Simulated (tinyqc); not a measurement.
Inside a calculation. Model: Schottky diode by the thermionic emission-diffusion theory.

Computed by the program tinyqc: `OMP_NUM_THREADS=1 python tinyqc.py 2640101 2640102 out.jsonl`, one thread of a shared Intel Xeon 2.30GHz, about 0.01 s for the whole run. Printed values are rounded.

Metal on an n-type semiconductor with one parabolic valley; V > 0 is forward bias (metal positive). The band bends as a parabola over the depletion layer, by Vd = Vbi - V; no image force. Carriers drift and diffuse up to the interface and leave it with the velocity vR.

Inputs (values chosen for the exercise); band and dielectric values close to those of gallium nitride: temperature T = 350 K; electron mass me = 0.197 m0; relative permittivity eps_r = 9.68; electron mobility mun = 50 cm^2/(V s); barrier height seen from the metal phi = 1.15 eV; donor density Nd = 8.6e15 cm^-3; bias V = 0.5 V.

Constants: q = 1.602176634e-19 C, kB = 1.380649e-23 J/K, h = 6.62607015e-34 J s, m0 = 9.1093837015e-31 kg, Vt = kB T/q, eps0 = 8.8541878128e-14 F/cm where lengths are in cm. Results are converted to the units shown.

## Emission velocity

A* = 4 pi q me m0 kB^2/h^3 (times 1e-4 for A/(cm^2 K^2)); Nc = 2 (2 pi me m0 kB T/h^2)^1.5 (times 1e-6 for cm^-3); Vbi = phi - Vt ln(Nc/Nd); vR = A* T^2/(q Nc).

A* = 23.6741 A/(cm^2 K^2)
Nc = 2.76498e18 cm^-3
Vbi = 0.975882 V
vR = 6.54648e6 cm/s

vR equals sqrt(kB T/(2 pi me m0)).

## Diffusion velocity

LD = sqrt(eps0 eps_r Vt/(q Nd)), a = sqrt((Vbi - V)/Vt), D(a) = exp(-a^2) int_0^a exp(s^2) ds (Dawson), vD = mun Vt/(sqrt(2) LD D(a)). For large a, vD tends to mun times the surface field sqrt(2 q Nd (Vbi - V)/(eps0 eps_r)).

LD = 43.3140 nm
a = 3.97218
D(a) = 0.130323
vD = 1.88906e6 cm/s
mun times the surface field = 1.95581e6 cm/s

vD is 3.4 % below the large-a form.

## Current density

J = q Nc [vR vD/(vR + vD)] exp(-phi/Vt) [exp(V/Vt) - 1]. The quasi-Fermi level drops by Vt ln[(vR + vD)/(vD + vR exp(-V/Vt))] over the layer.

effective velocity = 1.46602e6 cm/s
J = 2.83762e-4 A/cm^2
J over the pure emission value = 0.223941
drop of the quasi-Fermi level over the layer = 45.1317 meV

Emission and diffusion both limit the current.
